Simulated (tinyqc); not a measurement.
# Double-gate transistor below threshold, two-dimensional Poisson equation on a small mesh: several studies

Half of a symmetric double-gate structure: row 0 is the mid-plane of the body, where the normal field vanishes. Mobile charge is neglected (subthreshold), the body is fully depleted, and potentials are counted from the intrinsic level; rows run upward to the gate, columns from source to drain.

Inputs (values chosen for the exercise); semiconductor permittivity close to that of silicon: temperature T = 350 K; relative permittivity of the semiconductor eps_r = 11.7; relative permittivity of the insulator eox = 9; half the body thickness tb = 6 nm; insulator thickness tox = 2.9 nm; channel length L = 28 nm; acceptor density of the depleted body Na = 0 cm^-3; potential of the source Vbi = 0.55 V; gate offset Vfb = 0.11 V; gate voltage Vg = 0.1 V; drain voltage Vd = 0.7 V.

Constants: q = 1.602176634e-19 C, kB = 1.380649e-23 J/K, Vt = kB T/q, eps0 = 8.8541878128e-14 F/cm where lengths are in cm. Results are converted to the units shown.

Each table varies one quantity; the others keep the values above.

## Effect of the drain voltage

Mesh: rows i = 0..12 in the semiconductor (step hs = tb/12, row 12 on the interface), then 8 step(s) ho = tox/8 up to the gate row 20; columns j = 0..80 (step hy = L/80). Box integration, divided by eps0: up_i = eps hy/h of the interval above row i, dn_i = that of the interval below (0 for row 0), lat_i = (sum of eps h/2 over the intervals above and below)/hy, s_i = -q Na w_i hy/eps0 with w_i the semiconductor height of the box (hs/2 for row 0 and the interface row, hs between, 0 in the insulator). Each free node obeys (up + dn + 2 lat) psi = up psi(above) + dn psi(below) + lat [psi(left) + psi(right)] + s. Fixed values: gate row Vg - Vfb; column 0 at Vbi and the last column at Vbi + Vd in the semiconductor, each running linearly to Vg - Vfb across the insulator. The system is solved directly. On row 0 the minimum of psi and its place come from a parabola through the three lowest nodes; barrier = Vbi - minimum, swing = Vt ln 10/(d psi/dVg), DIBL = (d psi/dVd)/(d psi/dVg) there. Lambda = pi/k with k the smallest positive root of tan(k tox) tan(k tb) = eox/eps_r.

Effect of the drain voltage:
```
Vd (V)  L/Lambda  barrier (V)  place y/L  swing (mV/decade)  DIBL (mV/V)
0.05       1.459       0.4215     0.4904              91.04        148.5
0.25       1.459       0.4006     0.4585              91.52        128.5
0.45       1.459       0.3822     0.4336              92.33        115.2
0.65       1.459       0.3657     0.4131              93.31        105.6
0.85       1.459       0.3506     0.3957              94.37        98.25
1.05       1.459       0.3367     0.3805              95.50        92.37
```

As Vd goes from 0.05 to 1.05 V, the barrier falls from 0.422 to 0.337 V, the swing rises from 91.0 to 95.5 mV a decade and DIBL falls from 148 to 92.4 mV/V; the ideal swing is 69.4. The barrier top moves from y/L = 0.490 to 0.381, towards the source.

## Effect of the acceptor density of the depleted body

Same model as above.

Effect of the acceptor density of the depleted body:
```
Na (cm^-3)  L/Lambda  barrier (V)  place y/L  swing (mV/decade)  DIBL (mV/V)
0              1.459       0.3618     0.4085              93.57        103.6
5e17           1.459       0.3864     0.4115              93.40        104.9
1e18           1.459       0.4109     0.4142              93.25        106.1
2e18           1.459       0.4602     0.4192              92.99        108.4
3e18           1.459       0.5095     0.4236              92.77        110.4
5e18           1.459       0.6085     0.4311              92.43        114.0
```

As Na goes from 0 to 5e18 cm^-3, the barrier rises from 0.362 to 0.608 V, the swing falls from 93.6 to 92.4 mV a decade and DIBL rises from 104 to 114 mV/V; the ideal swing is 69.4. The barrier top moves from y/L = 0.409 to 0.431, towards the middle.

## Effect of half the body thickness

Same model as above.

Result of one run:
```
tb (nm)  L/Lambda  barrier (V)  place y/L  swing (mV/decade)  DIBL (mV/V)
9.6         1.055       0.1925     0.3583              136.6        259.1
```

What becomes of these results when the half the body thickness tb is changed from 9.6 to 5.5 nm, all else the same?

Result of the changed run:
```
tb (nm)  L/Lambda  barrier (V)  place y/L  swing (mV/decade)  DIBL (mV/V)
5.5         1.542       0.3865     0.4142              89.63        87.39
```

The whole series:
```
tb (nm)  L/Lambda  barrier (V)  place y/L  swing (mV/decade)  DIBL (mV/V)
2.4         2.424       0.5189     0.4466              73.33        17.19
3.2         2.104       0.4906     0.4384              76.28        30.17
4.2         1.813       0.4483     0.4281              81.18        51.48
5.5         1.542       0.3865     0.4142              89.63        87.39
7.3         1.280       0.2978     0.3926              105.8        152.0
9.6         1.055       0.1925     0.3583              136.6        259.1
```

As tb goes from 2.4 to 9.6 nm, the barrier falls from 0.519 to 0.193 V, the swing rises from 73.3 to 137 mV a decade and DIBL rises from 17.2 to 259 mV/V; the ideal swing is 69.4. L/Lambda goes from 2.4 to 1.1. At tb = 2.4 nm the body is under 5 nm thick, where quantum confinement matters.

Numbers from tinyqc (`OMP_NUM_THREADS=1 python tinyqc.py 2480162 2480163 out.jsonl`; about 0.1 s on one thread of a shared Intel Xeon 2.30GHz).
